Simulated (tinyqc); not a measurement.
From results to parameters: Hueckel model of a polar double bond. Computed by the program tinyqc.

Problem. A C=X pi bond in Hueckel theory has H_XX = alpha + h beta, H_CC = alpha and H_CX = k beta, with two electrons. Find h, k, the charge on carbon and the bond order.

x values of the two levels (E = alpha + x beta): 2.435170  -0.355170

Solution. The sum of the x values is h and their product is -k^2; the charge on carbon is h/sqrt(h^2 + 4k^2) and the bond order 2k/sqrt(h^2 + 4k^2).

h, k: 2.080  0.930
charge on carbon, bond order: 0.745  0.667
